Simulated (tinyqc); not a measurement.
Worked calculation: CIS and TDHF on RHF in the sto-6g basis, for H2, spin multiplicity 1. One step of it, computed by the program tinyqc.

Task: CIS matrix, triplets. A(ia,jb) = (e_a - e_i) d_ij d_ab - (ij|ab).

orbital energies (hartree): [-0.559515, 0.610911]

Two-electron integrals over orbitals (pq|rs), unique and non-zero (hartree):
```
(11|11) 0.663636   (21|21) 0.184809   (22|11) 0.654401   (22|22) 0.688446
```

Give: CIS matrix A, triplet.

Result:

CIS matrix A, triplet (hartree), order 1>2:
```
[[0.5160]]
```
